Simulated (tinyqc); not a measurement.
Gaps across the alloy: virtual-crystal alloy in the empirical-pseudopotential method.

Empirical pseudopotential on the fcc lattice, atoms at +/- tau, tau = a (1,1,1)/8, no spin-orbit coupling. H(G,G') = c (2 pi/a)^2 |k + G|^2 delta + VS(q) cos(q.tau) + i VA(q) sin(q.tau), q = G - G', c = hbar^2/2m0; k and G in units of 2 pi/a; VS at |q|^2 = 3, 8, 11 and VA at 3, 4, 11, in rydberg, zero elsewhere. At each k the basis holds all G with |k + G|^2 up to 16; energies are counted from the fourth level at Gamma.

Virtual crystal A(1-x)B(x): a = (1 - x) a_A + x a_B. Rule linear: V = (1 - x) V_A + x V_B. Rule volume: V = [(1 - x) a_A^3 V_A + x a_B^3 V_B]/a^3, since a form factor is an atomic potential divided by the cell volume.

Constants: hbar^2/2m0 = 3.80998211 eV angstrom^2; Ry = 13.60569312 eV.

Values chosen for the exercise (classic local form factors of the size used for Si (A) and Ge (B), which place X and L only to a few tenths of an eV; not measured data):
```
symbol  value                   unit      meaning
a       (5.438, 5.653)          angstrom  lattice constants of A, B
VSA     (-0.214, 0.04, 0.081)   Ry        symmetric form factors of A
VAA     (0, 0, 0)               Ry        antisymmetric form factors of A
VSB     (-0.231, 0.009, 0.059)  Ry        symmetric form factors of B
VAB     (0, 0, 0)               Ry        antisymmetric form factors of B
rule    linear                            mixing rule
```

Gaps from the valence top to the fifth band at Gamma, at L = (1/2,1/2,1/2) and at the lowest of k = (f,0,0), f = 0.70, 0.75, ..., 1.00. Bowing C = 4 [(E(0) + E(1))/2 - E(1/2)].

Gaps (eV):
```
x      Gamma  Delta/X  f of the minimum      L   lowest
0.000  3.436    0.903              0.85  1.907  Delta/X
0.167  3.441    0.920              0.85  1.749  Delta/X
0.333  3.056    0.934              0.85  1.585  Delta/X
0.500  2.586    0.947              0.85  1.415  Delta/X
0.667  2.108    0.957              0.85  1.240  Delta/X
0.833  1.620    0.966              0.85  1.058  Delta/X
1.000  1.123    0.971              0.85  0.872        L
```

bowing (eV): Gamma -1.227, Delta/X -0.040, L -0.103

The lowest valley changes: Delta/X to L between x = 0.833 and 1.000. From A to B the Gamma gap moves by -2.31 eV, L by -1.03 eV and Delta/X by +0.07 eV; a move of Delta/X below about 0.4 eV is within the error of such form factors, sign included. The virtual crystal holds no disorder and no bond relaxation, so its bowing comes from the non-linear dependence on the mean potential and volume alone, and it may differ from measured bowing, which is positive in these alloys, in size and even in sign; crossings move with it; where the character of the fifth band at Gamma changes along x, its value mixes two levels.

(tinyqc, `OMP_NUM_THREADS=1 python tinyqc.py 1080569 1080570 out.jsonl`, Intel(R) Xeon(R) Processor @ 2.30GHz, 1 thread, shared host, about 0.3 s.)
